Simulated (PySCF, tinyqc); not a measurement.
CIS on RHF in the 3-21g basis, for H3-, spin multiplicity 1, step by step. The basis has no diffuse functions, so it cannot describe the extra electron: this is an exercise in the method, not the real anion. The lowest restricted solution is unstable here: a spin-polarised one lies 0.0659 hartree lower (PySCF). One step of it, computed by the program tinyqc.

Question. CIS triplet states. Diagonalise A (1 hartree = 27.211386 eV); each vector has its largest component positive (the first on a tie).

CIS matrix A, triplet (hartree):
```
           1>3        1>4        1>5        1>6        2>3       2>4        2>5        2>6
1>3   0.469403   0.000000   0.138024   0.000000   0.027224  0.000000  -0.020999   0.000000
1>4   0.000000   1.043888   0.000000  -0.016445   0.000000  0.006713   0.000000   0.069433
1>5   0.138024   0.000000   1.473755   0.000000  -0.020999  0.000000   0.055909   0.000000
1>6   0.000000  -0.016445   0.000000   1.571470   0.000000  0.069433   0.000000  -0.083464
2>3   0.027224   0.000000  -0.020999   0.000000  -0.089162  0.000000   0.053351   0.000000
2>4   0.000000   0.006713   0.000000   0.069433   0.000000  0.508820   0.000000   0.029863
2>5  -0.020999   0.000000   0.055909   0.000000   0.053351  0.000000   1.032248   0.000000
2>6   0.000000   0.069433   0.000000  -0.083464   0.000000  0.029863   0.000000   1.018188
```

Give: triplet excitation energies; lowest vectors.

Answer.

triplet excitation energies (eV): -2.5502  12.2812  13.6561  26.0404  28.0341  29.7879  40.7736  43.2351

lowest vectors:
```
     state 1  state 2  state 3  state 4  state 5  state 6
1>3  -0.0549   0.9882   0.0000   0.0000  -0.0604   0.0000
1>4   0.0000   0.0000  -0.0057  -0.6139   0.0000   0.7879
1>5   0.0200  -0.1345   0.0000   0.0000  -0.1039   0.0000
1>6   0.0000   0.0000  -0.0700   0.0836   0.0000   0.1244
2>3   0.9971   0.0593   0.0000   0.0000   0.0477   0.0000
2>4   0.0000   0.0000   0.9952   0.0559   0.0000   0.0544
2>5  -0.0493   0.0432   0.0000   0.0000   0.9916   0.0000
2>6   0.0000   0.0000  -0.0681   0.7829   0.0000   0.6006
```

A negative triplet energy shows that the restricted solution is unstable towards a spin-polarised one.
